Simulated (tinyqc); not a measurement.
Equilibrium crystal shape, supported particles, Gibbs-Thomson effect and coarsening. From mean radius at t back to precipitate interface energy gamma_i. Computed by tinyqc, a small Python program. Command: `OMP_NUM_THREADS=1 python tinyqc.py 3029919 3029920 out.jsonl wulff inv`. One thread of a shared host (Intel(R) Xeon(R) Processor @ 2.30GHz), about 0.2 s of CPU time with the checks.

A cubic crystal bounded by {100}, {110} and {111} facets only.

Inputs (values chosen for the exercise, for a model metal):
```
quantity                                value      unit
lattice constant a                       4.27  angstrom
first-neighbour bond energy e1          0.251        eV
second-neighbour bond energy e2          0.18        eV
temperature T                            1075         K
solubility x_inf at a flat interface  0.00067         -
diffusivity D                         1.7e-15     m^2/s
mean radius at the start r0               2.1        nm
time t                                    160         s
```

Surface energies: broken bonds, bcc.

Constants: 1 eV/angstrom^2 = 16.02176634 J/m^2; k_B = 1.380649e-23 J/K.

Method. A cut with normal n breaks sum_R |R.n|/(2 Omega) bonds per area (R over all neighbours of a shell) and makes two surfaces: gamma = sum over shells e_s sum_R |R.n|/(4 Omega). bcc: 8 neighbours a/2 (1,1,1), 6 at a (1,0,0), Omega = a^3/2. Spherical precipitates of nearly pure solute with atomic volume Omega: x(r) = x_inf exp(l/r), l = 2 gamma_i Omega/(k_B T). Diffusion-limited coarsening at small volume fraction (Lifshitz-Slyozov-Wagner): r^3 = r0^3 + K t, K = (4/9) D x_inf l; the number density falls as (r0/r)^3. The steady size distribution is assumed from the start, and D and x_inf are inputs that do not follow T.

Question. A run gave the result below. Find the precipitate interface energy gamma_i, known to lie between 0.24 and 0.48 J/m^2.

mean radius at t = 5.131278 nm

Answer.

Each step takes the trial c = (a f_b - b f_a)/(f_b - f_a), f being the result less the target and a, b, c the logarithms of the listed values; c replaces end b, the old b replaces a if the sign of f changed, and otherwise f_a is halved.

Scan of the range:
```
precipitate interface energy gamma_i (J/m^2)  mean radius at t (nm)
0.240                                                       4.80920
0.269                                                       4.98059
0.302                                                       5.16229
0.339                                                       5.35187
0.381                                                       5.55196
0.428                                                       5.76001
0.480                                                       5.97394
```

False position (Illinois rule, in the logarithm of the input) inside the bracket:
```
step     end a     end b     trial  mean radius at t (nm)
1     0.269000  0.302000  0.296094                5.13071
2     0.302000  0.296094  0.296200                5.13128
3     0.302000  0.296200  0.296200                5.13128
4     0.296200  0.296200  0.296200                5.13128
```

Mean radius at t rises at every point of a 13-point scan of the range (every second point is shown), so one value fits; it is bracketed by 0.269 and 0.302. Answer: precipitate interface energy gamma_i = 0.2962 J/m^2.

Caution: l is not small against r0, so the linearised Gibbs-Thomson law behind the coarsening rate is rough.
